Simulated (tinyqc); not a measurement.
Mesh and choice of bands: charge neutrality level from zone-averaged pseudopotential bands.

Empirical pseudopotential on the fcc lattice, atoms at +/- tau, tau = a (1,1,1)/8, no spin-orbit coupling. H(G,G') = c (2 pi/a)^2 |k + G|^2 delta + VS(q) cos(q.tau) + i VA(q) sin(q.tau), q = G - G', c = hbar^2/2m0; k and G in units of 2 pi/a; VS at |q|^2 = 3, 8, 11 and VA at 3, 4, 11, in rydberg, zero elsewhere. At each k the basis holds all G with |k + G|^2 up to 16; energies are counted from the fourth level at Gamma.

Mesh: k = sum_i (n_i + 1/2)/N b_i, n_i = 0 ... N - 1, b = (-1,1,1), (1,-1,1), (1,1,-1); points with the same sorted |kx|, |ky|, |kz| after folding to the shortest k + G are joined, with their count as weight. Neutrality (branch-point) level: E_N = (1/2) mean over k of [E5 + (E3 + E4)/2], E_n the n-th level from below.

Constants: hbar^2/2m0 = 3.80998211 eV angstrom^2; Ry = 13.60569312 eV.

Inputs chosen for the exercise: a = 6.138 angstrom (lattice constant); VS = (-0.224, 0, 0.049) Ry (symmetric form factors); VA = (0.059, 0.049, 0.011) Ry (antisymmetric form factors).

E_N with E5 alone, and with (E5 + E6)/2 in its place.

Results:

| N | joined points | E_N (eV) | E_N, two conduction bands (eV) |
|---|---|---|---|
| 1 | 1 | 0.4399 | 1.2585 |
| 2 | 2 | 0.6019 | 1.2076 |
| 3 | 6 | 0.7634 | 1.1112 |
| 4 | 10 | 0.7425 | 1.1293 |
| 5 | 19 | 0.7522 | 1.1219 |

What does the comparison show, and why?

For scale, the lowest gap of this set is 0.65 eV. Against N = 5 the errors are -312, -150, +11 and -10 meV for N = 1 to 4 (N = 1 is the L point alone). Taking the second conduction band in moves E_N by +0.37 eV, more than the mesh error at N = 2: the definition, not the mesh, limits the estimate. Local form factors place the indirect gaps only to a few tenths of an eV, and E_N moves with them.

Computed by tinyqc, a small Python program: `OMP_NUM_THREADS=1 python tinyqc.py 1850819 1850820 out.jsonl` (the numbers bound the seed that draws the inputs); one thread of a shared host (Intel(R) Xeon(R) Processor @ 2.30GHz), about 0.09 s for the whole set of steps.
